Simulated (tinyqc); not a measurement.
Worked calculation: Pariser-Parr-Pople SCF with singles CI, for the molecule C=C1C=CC=CC=C1 (SMILES; centres numbered as the heavy atoms are written). Computed by tinyqc, a small Python program that keeps every step. Settings: charge = 0, gamma = MN, start = huckel, damping = 0.5, iteration cap = 57, excitations kept = 4. Command: `OMP_NUM_THREADS=1 python tinyqc.py 29125 29126 out.jsonl` (the two numbers bound the seeds that draw the settings). One thread of a shared host (Intel(R) Xeon(R) Processor @ 2.60GHz), about 0.01 s of CPU time with the checks. Later iterations appear only in the table of the cycle.

## PPP integrals

Centres (angstrom, eV; a flat drawing with bonds scaled to 1.40 angstrom):
```
centre          x          y  core charge z          W   gamma_rr
1C       2.637000   0.000000              1  11.160000  11.130000
2C       1.237000   0.000000              1  11.160000  11.130000
3C       0.629000   1.261000              1  11.160000  11.130000
4C      -0.736000   1.573000              1  11.160000  11.130000
5C      -1.830000   0.700000              1  11.160000  11.130000
6C      -1.830000  -0.700000              1  11.160000  11.130000
7C      -0.736000  -1.573000              1  11.160000  11.130000
8C       0.629000  -1.261000              1  11.160000  11.130000
```

Resonance integrals (eV):
```
i  j       beta
1  2  -2.390000
2  3  -2.390000
3  4  -2.390000
4  5  -2.390000
5  6  -2.390000
6  7  -2.390000
7  8  -2.390000
8  2  -2.390000
```

Mataga-Nishimoto: gamma = 14.399645/(R + a), a = 2 x 14.399645/(gamma_rr + gamma_ss); H_rr = -W_r - sum_(s != r) z_s gamma_rs; H_rs = beta for bonds.

repulsion gamma_rs (eV):
```
           1C         2C         3C         4C         5C         6C         7C         8C
1C  11.130000   5.345539   3.929087   2.871015   2.476173   2.476173   2.871015   3.929087
2C   5.345539  11.130000   5.345691   3.772432   3.243428   3.243428   3.772432   5.345691
3C   3.929087   5.345691  11.130000   5.345136   3.773541   3.243926   3.243627   3.773721
4C   2.871015   3.772432   5.345136  11.130000   5.346273   3.773156   3.243332   3.243627
5C   2.476173   3.243428   3.773541   5.346273  11.130000   5.345539   3.773156   3.243926
6C   2.476173   3.243428   3.243926   3.773156   5.345539  11.130000   5.346273   3.773541
7C   2.871015   3.772432   3.243627   3.243332   3.773156   5.346273  11.130000   5.345136
8C   3.929087   5.345691   3.773721   3.243627   3.243926   3.773541   5.345136  11.130000
```

core matrix H (eV):
```
            1C          2C          3C          4C          5C          6C          7C          8C
1C  -35.058089   -2.390000    0.000000    0.000000    0.000000    0.000000    0.000000    0.000000
2C   -2.390000  -41.228643   -2.390000    0.000000    0.000000    0.000000    0.000000   -2.390000
3C    0.000000   -2.390000  -39.814728   -2.390000    0.000000    0.000000    0.000000    0.000000
4C    0.000000    0.000000   -2.390000  -38.754971   -2.390000    0.000000    0.000000    0.000000
5C    0.000000    0.000000    0.000000   -2.390000  -38.362035   -2.390000    0.000000    0.000000
6C    0.000000    0.000000    0.000000    0.000000   -2.390000  -38.362035   -2.390000    0.000000
7C    0.000000    0.000000    0.000000    0.000000    0.000000   -2.390000  -38.754971   -2.390000
8C    0.000000   -2.390000    0.000000    0.000000    0.000000    0.000000   -2.390000  -39.814728
```

## Starting guess

pi electrons, sum of z_r less the charge = 8

Orbitals of the Hueckel matrix of the beta values.

P at the start:
```
           1C         2C         3C         4C         5C         6C         7C         8C
1C   1.310592   0.756379  -0.167157  -0.306399   0.209500   0.209500  -0.306399  -0.167157
2C   0.756379   0.976279   0.449980   0.042344  -0.096898  -0.096898   0.042344   0.449980
3C  -0.167157   0.449980   0.942181   0.765300   0.061815  -0.325870  -0.105819   0.243598
4C  -0.306399   0.042344   0.765300   0.961652   0.536328   0.052894  -0.124616  -0.105819
5C   0.209500  -0.096898   0.061815   0.536328   0.952731   0.737583   0.052894  -0.325870
6C   0.209500  -0.096898  -0.325870   0.052894   0.737583   0.952731   0.536328   0.061815
7C  -0.306399   0.042344  -0.105819  -0.124616   0.052894   0.536328   0.961652   0.765300
8C  -0.167157   0.449980   0.243598  -0.105819  -0.325870   0.061815   0.765300   0.942181
```

## Iteration 1: Fock matrix

F_rr = H_rr + P_rr gamma_rr / 2 + sum_(s != r) P_ss gamma_rs; F_rs = H_rs - P_rs gamma_rs / 2; E = tr P (H + F) / 2 + core repulsion sum_(r<s) z_r z_s gamma_rs.

F (eV):
```
           1C         2C         3C         4C         5C         6C         7C         8C
1C  -4.901994  -4.411626   0.328387   0.439838  -0.259379  -0.259379   0.439838   0.328387
2C  -4.411626  -5.280845  -3.592727  -0.079869   0.157141   0.157141  -0.079869  -3.592727
3C   0.328387  -3.592727  -5.702485  -4.435316  -0.116630   0.528549   0.171619  -0.459635
4C   0.439838  -0.079869  -4.435316  -6.058209  -3.823679  -0.099788   0.202085   0.171619
5C  -0.259379   0.157141  -0.116630  -3.823679  -6.174038  -4.361388  -0.099788   0.528549
6C  -0.259379   0.157141   0.528549  -0.099788  -4.361388  -6.174038  -3.823679  -0.116630
7C   0.439838  -0.079869   0.171619   0.202085  -0.099788  -3.823679  -6.058209  -4.435316
8C   0.328387  -3.592727  -0.459635   0.171619   0.528549  -0.116630  -4.435316  -5.702485
```

pi energy = -100.553386 eV

## Iteration 1: orbitals and new P

Diagonalise F (the basis is taken as orthonormal) and form P = 2 sum c c over the lowest orbitals; 0.5 of the old P is kept.

orbital energies (eV): -13.843237  -11.738610  -11.491567  -7.638989  -2.817287  -1.617318  0.993060  2.101644

P after iteration 1:
```
           1C         2C         3C         4C         5C         6C         7C         8C
1C   1.216843   0.788267  -0.146754  -0.312492   0.203029   0.203029  -0.312492  -0.146754
2C   0.788267   1.002522   0.424930   0.021750  -0.077400  -0.077400   0.021750   0.424930
3C  -0.146754   0.424930   0.937377   0.781444   0.052972  -0.330452  -0.088048   0.248590
4C  -0.312492   0.021750   0.781444   0.984513   0.516574   0.032539  -0.113259  -0.088048
5C   0.203029  -0.077400   0.052972   0.516574   0.968428   0.754986   0.032539  -0.330452
6C   0.203029  -0.077400  -0.330452   0.032539   0.754986   0.968428   0.516574   0.052972
7C  -0.312492   0.021750  -0.088048  -0.113259   0.032539   0.516574   0.984513   0.781444
8C  -0.146754   0.424930   0.248590  -0.088048  -0.330452   0.052972   0.781444   0.937377
```

## Iteration 2: Fock matrix

As before.

F (eV):
```
           1C         2C         3C         4C         5C         6C         7C         8C
1C  -5.112174  -4.496857   0.288304   0.448585  -0.251368  -0.251368   0.448585   0.288304
2C  -4.496857  -5.413002  -3.525773  -0.041024   0.125521   0.125521  -0.041024  -3.525773
3C   0.288304  -3.525773  -5.668916  -4.478462  -0.099947   0.535981   0.142797  -0.469055
4C   0.448585  -0.041024  -4.478462  -5.925119  -3.770873  -0.061387   0.183668   0.142797
5C  -0.251368   0.125521  -0.099947  -3.770873  -5.975040  -4.407904  -0.061387   0.535981
6C  -0.251368   0.125521   0.535981  -0.061387  -4.407904  -5.975040  -3.770873  -0.099947
7C   0.448585  -0.041024   0.142797   0.183668  -0.061387  -3.770873  -5.925119  -4.478462
8C   0.288304  -3.525773  -0.469055   0.142797   0.535981  -0.099947  -4.478462  -5.668916
```

pi energy = -100.653630 eV

## Iteration 2: orbitals and new P

As before.

orbital energies (eV): -13.729004  -11.698704  -11.369623  -7.797797  -2.683184  -1.598833  1.177023  2.036797

P after iteration 2:
```
           1C         2C         3C         4C         5C         6C         7C         8C
1C   1.170136   0.807623  -0.135713  -0.312972   0.197223   0.197223  -0.312972  -0.135713
2C   0.807623   1.013443   0.408932   0.012543  -0.067631  -0.067631   0.012543   0.408932
3C  -0.135713   0.408932   0.939370   0.793009   0.047654  -0.332046  -0.079031   0.248059
4C  -0.312972   0.012543   0.793009   0.993125   0.502789   0.023810  -0.106977  -0.079031
5C   0.197223  -0.067631   0.047654   0.502789   0.975716   0.767128   0.023810  -0.332046
6C   0.197223  -0.067631  -0.332046   0.023810   0.767128   0.975716   0.502789   0.047654
7C  -0.312972   0.012543  -0.079031  -0.106977   0.023810   0.502789   0.993125   0.793009
8C  -0.135713   0.408932   0.248059  -0.079031  -0.332046   0.047654   0.793009   0.939370
```

## Convergence

Stop when output and input P, before any damping, agree to 1e-7.

Course of the cycle:
```
iteration         E (eV)  largest |P(out) - P(in)|
1          -100.55338627                  1.87e-01
2          -100.65362989                  9.34e-02
3          -100.71063112                  4.81e-02
4          -100.74338070                  2.56e-02
5          -100.76216655                  1.42e-02
6          -100.77290145                  8.47e-03
7          -100.77901526                  6.46e-03
8          -100.78248921                  4.95e-03
9          -100.78446064                  3.79e-03
10         -100.78557892                  2.91e-03
11         -100.78621343                  2.23e-03
...                  ...                       ...
39         -100.78705093                  1.31e-06
40         -100.78705093                  1.01e-06
41         -100.78705093                  7.71e-07
42         -100.78705093                  5.91e-07
43         -100.78705093                  4.53e-07
44         -100.78705093                  3.47e-07
45         -100.78705093                  2.66e-07
46         -100.78705093                  2.04e-07
47         -100.78705093                  1.56e-07
48         -100.78705093                  1.20e-07
49         -100.78705093                  9.17e-08
```

Converged in 49 iterations.

## Converged orbitals

Charges are z - P_rr.

orbital energies (eV): -13.615067  -11.651243  -11.243990  -7.993041  -2.494335  -1.573187  1.357071  1.988920

coefficients:
```
         MO1        MO2        MO3        MO4        MO5        MO6        MO7        MO8
1C  0.195834   0.354842   0.000000   0.626646   0.000000   0.551900   0.000000  -0.372099
2C  0.419992   0.519188   0.000000   0.248245   0.000000  -0.357648   0.000000   0.603749
3C  0.375277   0.214868   0.427161  -0.329179   0.504564  -0.177955   0.250896  -0.415899
4C  0.360485  -0.156514   0.521581  -0.267405  -0.234870   0.453108  -0.415680   0.262187
5C  0.349064  -0.481249   0.213277   0.304927  -0.436178  -0.216269   0.514064  -0.082468
6C  0.349064  -0.481249  -0.213277   0.304927   0.436178  -0.216269  -0.514064  -0.082468
7C  0.360485  -0.156514  -0.521581  -0.267405   0.234870   0.453108   0.415680   0.262187
8C  0.375277   0.214868  -0.427161  -0.329179  -0.504564  -0.177955  -0.250896  -0.415899
```

pi charges: 1C -0.113898, 2C -0.015151, 3C 0.044347, 4C 0.004005, 5C 0.016173, 6C 0.016173, 7C 0.004005, 8C 0.044347

## Singles CI, singlets

Over the 4 single excitations with the smallest orbital gaps: A = (e_a - e_i) delta + 2 (ia|jb) - (ij|ab), with (pq|rs) = sum c_mp c_mq gamma_mn c_nr c_ns. f = 2/3 w |mu|^2 in atomic units, mu = sqrt2 sum c_ia sum_m c_mi c_ma R_m.

singlet CI matrix (eV):
```
           4>5       4>6       3>5        2>5
4>5   2.210689  0.000000  0.000000  -0.447675
4>6   0.000000  4.287815  0.725966   0.000000
3>5   0.000000  0.725966  5.740405   0.000000
2>5  -0.447675  0.000000  0.000000   5.975668
```

singlet excitation energies (eV): 2.158191  3.987207  6.028167  6.041013

oscillator strengths: 0.039933  0.557652  0.555592  1.592332

## Singles CI, triplets

Over the 4 single excitations with the smallest orbital gaps: A = (e_a - e_i) delta - (ij|ab), with (pq|rs) = sum c_mp c_mq gamma_mn c_nr c_ns.

triplet CI matrix (eV):
```
          4>5        4>6        3>5       2>5
4>5  1.052122   0.000000   0.000000  0.701621
4>6  0.000000   1.416098  -0.522974  0.000000
3>5  0.000000  -0.522974   3.646342  0.000000
2>5  0.701621   0.000000   0.000000  4.307141
```

triplet excitation energies (eV): 0.907328  1.299555  3.762885  4.451935
